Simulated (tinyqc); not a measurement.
Inside a calculation. Method: RHF in the 6-31g basis, for H2, spin multiplicity 1. One step of it, computed by the program tinyqc.

Question. Iteration 1: diagonalisation and new density. Diagonalise F' = X^T F X, C = X C', fill 1 alpha and 1 beta electrons from the bottom; D = 2 C_occ C_occ^T. Each column has its largest component positive (the first on a tie).

Fock matrix F (hartree), order 1H 1s, 1H 2s, 2H 1s, 2H 2s:
```
[[0.082158, -0.408208, -0.375583, -0.382508],
 [-0.408208, -0.273954, -0.382508, -0.312189],
 [-0.375583, -0.382508, 0.082158, -0.408208],
 [-0.382508, -0.312189, -0.408208, -0.273954]]
```

X, order 1H 1s, 1H 2s, 2H 1s, 2H 2s:
```
[[1.259361, -0.497673, -0.079914, 0.041126],
 [-0.497673, 1.747514, 0.041126, -0.767054],
 [-0.079914, 0.041126, 1.259361, -0.497673],
 [0.041126, -0.767054, -0.497673, 1.747514]]
```

Give: F' = X^T F X; orbital energies; coefficients C; D after iteration 1.

Answer.

F' = X^T F X (hartree):
```
[[0.595, -0.567, -0.274, -0.091],
 [-0.567, 0.264, -0.091, -0.181],
 [-0.274, -0.091, 0.595, -0.567],
 [-0.091, -0.181, -0.567, 0.264]]
```

orbital energies (hartree): [-0.467, 0.135, 0.872, 1.178]

coefficients C, order 1H 1s, 1H 2s, 2H 1s, 2H 2s:
```
[[0.287, 0.196, 0.847, -1.002],
 [0.325, 1.284, -0.692, 1.287],
 [0.287, -0.196, 0.847, 1.002],
 [0.325, -1.284, -0.692, -1.287]]
```

D after iteration 1, order 1H 1s, 1H 2s, 2H 1s, 2H 2s:
```
[[0.165, 0.187, 0.165, 0.187],
 [0.187, 0.211, 0.187, 0.211],
 [0.165, 0.187, 0.165, 0.187],
 [0.187, 0.211, 0.187, 0.211]]
```
